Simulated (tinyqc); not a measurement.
Capacitance measurement on a leaky thin oxide: effects of series resistance and leakage: one step of the calculation.

The device is a capacitance C in parallel with a leakage conductance G, in series with Rs and Ls. An impedance meter reports either a parallel pair (Cp, Gp) from Y = 1/Z = Gp + i w Cp or a series pair (Cs, Rm) from Z = Rm + 1/(i w Cs); w = 2 pi f, dissipation D = Gp/(w |Cp|).

Question. True capacitance and conductance. EOT = 3.9 tox/eox; CET = EOT + zc + zp; C = 3.9 eps0 A/CET; G = Jg A/Vs.

Parameters, values chosen for the exercise; values of the order met in thin-oxide MOS capacitors:

| symbol | value | unit | meaning |
|---|---|---|---|
| eox | 9.09 |  | relative permittivity of the gate insulator (close to aluminium oxide) |
| tox | 4.2 | nm | insulator thickness |
| A | 400 | um^2 | gate area |
| zc | 0.55 | nm | oxide-equivalent thickness added by the accumulation layer |
| zp | 0.23 | nm | oxide-equivalent thickness added by gate depletion |
| Jg | 0.00089 | A/cm^2 | gate leakage current density, not matched to the thickness |
| Vs | 0.38 | V | voltage for an e-fold rise of the leakage |

Constants: eps0 = 8.8541878128e-14 F/cm where lengths are in cm. Results are converted to the units shown.

Wanted: EOT; CET; C; G.

Answer.

EOT = 1.802 nm
CET = 2.582 nm
C = 5.350 pF
G = 0.009368 uS

Computed by the program tinyqc: `OMP_NUM_THREADS=1 python tinyqc.py 2022005 2022006 out.jsonl`, one thread of a shared Intel Xeon 2.30GHz, about 0.01 s for the whole run.
